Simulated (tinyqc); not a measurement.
Inside a calculation (part 2 of 2). Method: RHF in the sto-3g basis, for Li+, spin multiplicity 1. Computed by tinyqc, a small Python program that keeps every step (integrals from PySCF). Command: `OMP_NUM_THREADS=1 python tinyqc.py 27100 27101 out.jsonl` (the two numbers bound the seeds that draw the settings). One thread of a shared host (Intel(R) Xeon(R) Processor @ 2.60GHz), about 0.04 s of CPU time with the checks.

Geometry (angstrom):
```
atom         x         y         z
Li    0.000000  0.000000  0.000000
```

## Convergence

Stop when the energy changes by less than 1e-10 hartree and every element of the error matrix X^T (F D S - S D F) X is below 3e-06.

Course of the cycle:
```
iteration  E (hartree)     change  largest element of the error matrix
1          -1.44221277          -                             0.000000
2          -7.12509308  -5.68e+00                             2.14e-01
3          -7.13528490  -1.02e-02                             2.70e-02
4          -7.13544763  -1.63e-04                             1.20e-04
5          -7.13544763  -2.61e-09                             5.10e-05
6          -7.13544763  -3.46e-10                             3.24e-05
7          -7.13544763  -2.34e-10                             3.82e-08
8          -7.13544763   2.66e-15                             4.00e-11
```

PySCF RHF in the same basis = -7.13544763 hartree

Converged in 8 iterations.

## Populations

D after iteration 8:
```
           1Li 1s    1Li 2s   1Li 2px   1Li 2py   1Li 2pz
1Li 1s   1.970085  0.058436  0.000000  0.000000  0.000000
1Li 2s   0.058436  0.001733  0.000000  0.000000  0.000000
1Li 2px  0.000000  0.000000  0.000000  0.000000  0.000000
1Li 2py  0.000000  0.000000  0.000000  0.000000  0.000000
1Li 2pz  0.000000  0.000000  0.000000  0.000000  0.000000
```

overlap S:
```
           1Li 1s    1Li 2s   1Li 2px   1Li 2py   1Li 2pz
1Li 1s   1.000000  0.241137  0.000000  0.000000  0.000000
1Li 2s   0.241137  1.000000  0.000000  0.000000  0.000000
1Li 2px  0.000000  0.000000  1.000000  0.000000  0.000000
1Li 2py  0.000000  0.000000  0.000000  1.000000  0.000000
1Li 2pz  0.000000  0.000000  0.000000  0.000000  1.000000
```

Mulliken: Z minus the diagonal of D S on the atom; Loewdin: the same with S^(1/2) D S^(1/2).

Charges (e):
```
atom  Mulliken   Loewdin
1Li   1.000000  1.000000
```
